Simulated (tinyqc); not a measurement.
# Mobility and doping from two currents

Question. A trap-free film with injecting contacts is fitted, with diffusion neglected, by J = q mu N V/Lf + (9/8) eps0 eps_r mu V^2/Lf^3. Find mu, N and the voltage at which both terms are equal.

Parameters, values chosen for the exercise: relative permittivity eps_r = 13.1; film thickness Lf = 770 nm.

Constants: q = 1.602176634e-19 C, eps0 = 8.8541878128e-14 F/cm where lengths are in cm. Results are converted to the units shown.

J at 2.8 and 11 V (A/cm^2): 8.3448107  52.377068

Solution. J/V is a straight line in V: the slope gives mu and the intercept mu N.

mu = 0.07600 cm^2/(V s)
N = 1.500e16 cm^-3
crossover voltage = 10.92 V

Computed by the program tinyqc: `OMP_NUM_THREADS=1 python tinyqc.py 2730007 2730008 out.jsonl`, one thread of a shared Intel Xeon 2.30GHz, about 0.1 s for the whole run.
